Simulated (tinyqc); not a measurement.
# Undoped symmetric double-gate MOSFET, analytic potential model, step by step

Computed by the program tinyqc: `OMP_NUM_THREADS=1 python tinyqc.py 2440032 2440033 out.jsonl`, one thread of a shared Intel Xeon 2.30GHz, about 0.01 s for the whole run. Printed values are rounded.

An undoped body of thickness ts between two equal insulators and tied gates; long channel, electrons only, n = ni exp((psi - V)/Vt) with V the quasi-Fermi potential (0 at the source, Vd at the drain), constant mobility, no quantisation. Across the body psi(x) = V - 2 Vt ln[(ts/(2 beta)) sqrt(q ni/(2 eps0 eps_r Vt)) cos(2 beta x/ts)], x from the centre. Q is the electron charge per area of the whole body.

Values chosen for this exercise; material values those of a made-up semiconductor: temperature T = 400 K; band gap Eg = 1.01 eV; relative permittivity of the semiconductor eps_r = 12.8; conduction-band density of states at T Nc = 4.6e19 cm^-3; valence-band density of states at T Nv = 5.05e19 cm^-3; relative permittivity of the gate insulator eox = 8.68; insulator thickness tox = 6.2 nm; body thickness ts = 15 nm; gate work function less that of the intrinsic body dphi = -0.1 V; channel mobility mu = 370 cm^2/(V s); gate length L = 0.2 um; gate voltage Vg = 0.8 V; drain voltage Vd = 0.8 V.

Constants: q = 1.602176634e-19 C, kB = 1.380649e-23 J/K, Vt = kB T/q, eps0 = 8.8541878128e-14 F/cm where lengths are in cm. Results are converted to the units shown.

Range of the model: The surface density at the source passes 0.3 Nc, where Boltzmann statistics fail. mu V/L, with V the smaller of Vd and Vg - V0, passes 3e6 cm/s, so velocity saturation, left out here, would lower the current.

## Constants of the body

ni = sqrt(Nc Nv) exp(-Eg/(2 Vt)), Eg in volts; r = eps_r tox/(eox ts); V0 = dphi + 2 Vt ln[(2/ts) sqrt(2 eps0 eps_r Vt/(q ni))].

ni = 2.090762e13 cm^-3
r = 0.6095238
V0 = 0.2664990 V

## Iteration 1: beta at the source by Newton steps

beta at the start = 1.4

With V = 0: f = ln(beta) - ln(cos beta) + 2 r beta tan(beta) - (Vg - V0)/(2 Vt); f' = 1/beta + tan(beta) + 2 r [tan(beta) + beta/cos^2(beta)]; beta(new) = beta - f/f'.

f = 4.264900
f' = 72.65711
beta after iteration 1 = 1.341301

## Iteration 2: beta at the source by Newton steps

As before.

f = 1.034810
f' = 41.84081
beta after iteration 2 = 1.316569

## Course of the iteration: beta at the source by Newton steps

Stop when beta changes by less than 1e-11, or after 40 iterations. beta must stay between 0 and pi/2.

Course of the iteration:
```
iteration,beta,|change|
1,1.341301,0.0587
2,1.316569,0.0247
3,1.313885,2.68e-3
4,1.313859,2.61e-5
5,1.313859,2.42e-9
6,1.313859,0
```

Converged in 6 iterations. At the end the number of correct digits about doubles with each step.

## Charges and drain current

beta_s = 1.313859
beta_d = 0.02093163

beta (between 0 and pi/2) solves (Vg - V0 - V)/(2 Vt) = ln(beta) - ln(cos beta) + 2 r beta tan(beta). Q = 8 eps0 eps_r Vt beta tan(beta)/ts; I = mu (1/L)(4 eps0 eps_r/ts)(2 Vt)^2 [g(beta_s) - g(beta_d)] per width, g = beta tan(beta) - beta^2/2 + r beta^2 tan^2(beta), with beta_s at V = 0 and beta_d at V = Vd.

Qs = 1041.849 nC/cm^2
Qd = 0.09129773 nC/cm^2
g(beta_s) = 19.37860
g(beta_d) = 2.192477e-4
I = 514.9231 uA/um

The term r beta^2 tan^2(beta), which gives the square law, makes up 78.6 % of g at the source.

## Potential and electron density across the body at the source

```
point,x/ts
0,0
1,0.1
2,0.2
3,0.3
4,0.4
5,0.45
6,0.5
```

psi(x) as above with V = 0 and beta = beta_s; n = ni exp(psi/Vt).

```
point,psi (V),n (cm^-3)
0,0.3853171,1.496532e18
1,0.3877250,1.604816e18
2,0.3953109,1.999872e18
3,0.4094111,3.010629e18
4,0.4335682,6.067699e18
5,0.4522687,1.043854e19
6,0.4797596,2.317443e19
```

The density at the surface is 15.5 times that at the centre (1/cos^2 beta). It reaches 0.50 Nc, where Boltzmann statistics overestimate it.
